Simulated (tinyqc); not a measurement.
Inversion-layer mobility, back-scattering and ballistic limit of a field-effect transistor: one step, computed by the program tinyqc.

The charge at the top of the source barrier is fixed by the gate; series resistance and short-channel effects are left out. F_j are Fermi integrals normalised to exp(eta) in the classical limit.

Problem. Charge and field. N_inv = 3.9 eps_0 (V_G - V_T)/(e t_inv); effective field E_eff = e (N_dep + w N_inv)/(eps eps_0).

Inputs (values chosen for the exercise, modelled on an InGaAs n-channel):
```
quantity                            value    unit
weight w of the inversion charge      0.5       -
permittivity eps                     13.9       -
electrical oxide thickness t_inv        3      nm
depletion charge N_dep            1.9e+12  1/cm^2
gate overdrive V_G - V_T             0.21       V
```

Statistics at the top of the barrier: Fermi-Dirac.

Constants: eps_0 = 8.8541878128e-12 F/m; e = 1.602176634e-19 C.

Give: inversion density N_inv; effective field E_eff.

Solution.

inversion density N_inv = 1.509e+12 1/cm^2

effective field E_eff = 0.3455 MV/cm
